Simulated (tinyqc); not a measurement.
Eight-band Kane k.p model: one step. Levels and orbital character. Three cases, with inputs chosen for the exercise.

Task: Diagonalise H; the levels come in pairs. The weights are summed over spin and averaged over each pair.

Give: levels, each twofold; weights.

Case 1.

H(k) (eV), lower triangle (Hermitian):
```
            S+                   X+         Y+          Z+          S-
S+    2.849105
X+   0.380987i            -0.021523
Y+  -0.413643i  -0.016734+0.027000i  -0.014963
Z+           0                    0          0   -0.058218
S-           0                    0          0           0    2.849105
X-           0                    0          0   -0.027000   0.380987i
Y-           0                    0          0  -0.027000i  -0.413643i
Z-           0             0.027000  0.027000i           0           0

                     X-         Y-         Z-
X-            -0.021523
Y-  -0.016734-0.027000i  -0.014963
Z-                    0          0  -0.058218
```

Result:

levels, each twofold (eV): -0.1326  -0.0525  -0.0165  2.9561

weights:
```
   pair 1  pair 2  pair 3  pair 4
S   0.024   0.010   0.000   0.965
X   0.390   0.203   0.391   0.016
Y   0.406   0.207   0.367   0.019
Z   0.180   0.579   0.241   0.000
```

The conduction pair has 3.5 % valence character at this k; the valence pair with most S character is pair 1 (2.4 %).

Case 2.

H(k) (eV), lower triangle (Hermitian):
```
            S+                   X+         Y+          Z+          S-
S+    3.059240
X+  -0.190946i            -0.094132
Y+  -0.109112i  -0.001372+0.093000i  -0.096657
Z+           0                    0          0   -0.097881
S-           0                    0          0           0    3.059240
X-           0                    0          0   -0.093000  -0.190946i
Y-           0                    0          0  -0.093000i  -0.109112i
Z-           0             0.093000  0.093000i           0           0

                     X-         Y-         Z-
X-            -0.094132
Y-  -0.001372-0.093000i  -0.096657
Z-                    0          0  -0.097881
```

Result:

levels, each twofold (eV): -0.2872  -0.0136  -0.0032  3.0745

weights:
```
   pair 1  pair 2  pair 3  pair 4
S   0.002   0.003   0.000   0.995
X   0.343   0.461   0.193   0.004
Y   0.331   0.299   0.369   0.001
Z   0.325   0.237   0.438   0.000
```

The conduction pair has 0.5 % valence character at this k; the valence pair with most S character is pair 2 (0.3 %).

Case 3.

H(k) (eV), lower triangle (Hermitian):
```
            S+                   X+         Y+          Z+          S-
S+    1.416721
X+   0.035523i            -0.043323
Y+  -0.293063i  -0.000974+0.035667i  -0.023142
Z+           0                    0          0   -0.043624
S-           0                    0          0           0    1.416721
X-           0                    0          0   -0.035667   0.035523i
Y-           0                    0          0  -0.035667i  -0.293063i
Z-           0             0.035667  0.035667i           0           0

                     X-         Y-         Z-
X-            -0.043323
Y-  -0.000974-0.035667i  -0.023142
Z-                    0          0  -0.043624
```

Result:

levels, each twofold (eV): -0.1298  -0.0308  -0.0077  1.4750

weights:
```
   pair 1  pair 2  pair 3  pair 4
S   0.018   0.019   0.000   0.963
X   0.250   0.256   0.493   0.001
Y   0.487   0.464   0.012   0.037
Z   0.245   0.260   0.495   0.000
```

The conduction pair has 3.7 % valence character at this k; the valence pair with most S character is pair 2 (1.9 %).

Computed by tinyqc, one run a case: `OMP_NUM_THREADS=1 python tinyqc.py N N+1 out.jsonl` with N = 1051386, 1051579, 1080518; one thread of a shared Intel(R) Xeon(R) Processor @ 2.30GHz, about 0.01 s a run at most.
